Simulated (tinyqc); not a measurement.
Size effects in the resistivity of thin metal films and interconnect lines: one step, computed by the program tinyqc.

Electrons lose their drift at surfaces (a share 1 - p of the hits) and at grain boundaries (reflection R), besides bulk scattering. The line sits in a trench with a non-conducting liner on both walls and the bottom; the spacing equals the drawn width.

Task: Resistance and delay. Total: rho = rho_b [1 + surface excess + grain excess]; resistance per length rho/(w_m h_m); capacitance per length C = 2 k eps_0 (aspect ratio + 1/2), a parallel-plate estimate for two neighbours plus a fixed term for the planes above and below; delay 0.38 R C L^2; effective resistivity per drawn area.

Inputs (values chosen for the exercise, modelled on ruthenium):
```
quantity                          value         unit
bulk resistivity rho_b             7.65  microohm cm
aspect ratio (height over width)    2.7            -
line length                         6.7   micrometre
permittivity of the dielectric k    2.3            -
```

Geometry: line.

rho/rho_b from surfaces = 1.632932

rho/rho_b from grains = 1.369990

metal width w_m = 5.9 nm

metal height h_m = 18.13 nm

share of the trench filled by metal = 83.21237 %

Constants: eps_0 = 8.8541878128e-12 F/m.

Give: resistivity rho; resistance per length; capacitance per length; RC delay; effective resistivity per drawn area.

Result:

resistivity rho = 15.32 microohm cm

resistance per length = 1432 ohm/micrometre

capacitance per length = 0.1303 fF/micrometre

RC delay = 3.185 ps

effective resistivity per drawn area = 18.41 microohm cm

Of the factor 2.41 over bulk, scattering gives 2.00 and the liner 1.20; within scattering, surfaces outweigh grain boundaries (0.37 against 0.63, grains first).
